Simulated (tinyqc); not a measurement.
# Inputs raised by 2 %, one at a time

Model: speciation in dilute and buffered hydrofluoric acid, oxide etch rate and bath loading. Computed by tinyqc, a small Python program. Command: `OMP_NUM_THREADS=1 python tinyqc.py 3120795 3120796 out.jsonl hfetch sens`. One thread of a shared host (Intel(R) Xeon(R) Processor @ 2.30GHz), about 0.01 s of CPU time with the checks.

Concentrations stand for activities, NH4+ and Cl- are spectators, and water ionisation is neglected. H, F and HF2 denote the ions H+, F- and HF2-. The base temperature is 298 K.

Inputs (values chosen for the exercise, of the order of those for thermal oxide at room temperature):
```
quantity,value,unit
HF added,0.16,mol/L
NH4F added,0.07,mol/L
HCl added,0,mol/L
K1 = [H][F]/[HF],0.000721,mol/L
K2 = [HF2]/([HF][F]),4.16,L/mol
K3 = [H2F2]/[HF]^2,3.08,L/mol
rate constant of neutral HF k_a,16,nm L/(min mol)
rate constant of HF2 k_b,47,nm L/(min mol)
activation energy,0.3,eV
temperature error,2.8,K
oxide removed per wafer,14,nm
```

Constants: k_B = 8.617333262e-05 eV/K.

Method:
- Fluoride balance: [HF] + [F] + 2 [HF2] + 2 [H2F2] = HF added + NH4F added. Acid balance: [H] + [HF] + [HF2] + 2 [H2F2] = HF added + HCl added. For a trial [H], [HF] = [H][F]/K1, and the fluoride balance is a quadratic in [F].
- The root is refined to 1e-13 in pH = -log10 [H].
- Rate = k_a ([HF] + 2 [H2F2]) + k_b [HF2], an empirical two-term form.
- Time = oxide/rate; a temperature error changes the rate by exp((E_a/k_B)(1/298 - 1/(298 + error))) - 1.

Runs:
```
input moved,from,to,etch rate (nm/min),[HF2] (mol/L),share of HF2 in the rate (%)
base run,-,-,3.141,0.01937,28.99
HF added (mol/L),0.16,0.1632,3.198,0.01960,28.80
NH4F added (mol/L),0.07,0.0714,3.152,0.01972,29.41
K1 = [H][F]/[HF] (mol/L),0.000721,0.00073542,3.140,0.01937,29.00
K2 = [HF2]/([HF][F]) (L/mol),4.16,4.2432,3.149,0.01963,29.31
K3 = [H2F2]/[HF]^2 (L/mol),3.08,3.1416,3.138,0.01930,28.90
rate constant of neutral HF k_a (nm L/(min mol)),16,16.32,3.185,0.01937,28.58
rate constant of HF2 k_b (nm L/(min mol)),47,47.94,3.159,0.01937,29.40
```

Exponents ln(y'/y) / ln(x'/x):
```
input,etch rate,[HF2],share of HF2 in the rate
HF added,0.921,0.583,-0.337
NH4F added,0.180,0.902,0.721
K1 = [H][F]/[HF],-0.004,0.012,0.016
K2 = [HF2]/([HF][F]),0.129,0.678,0.549
K3 = [H2F2]/[HF]^2,-0.033,-0.182,-0.149
rate constant of neutral HF k_a,0.712,0.000,-0.712
rate constant of HF2 k_b,0.292,0.000,0.708
```

Among the inputs moved here: etch rate answers most in size to HF added (exponent +0.921), next to rate constant of neutral HF k_a (+0.712). [HF2] answers most in size to NH4F added (exponent +0.902), next to K2 = [HF2]/([HF][F]) (+0.678); its exponent is below 0.0005 for rate constant of neutral HF k_a, rate constant of HF2 k_b. Share of HF2 in the rate answers most in size to NH4F added (exponent +0.721), and about equally to rate constant of neutral HF k_a (-0.712), rate constant of HF2 k_b (+0.708).
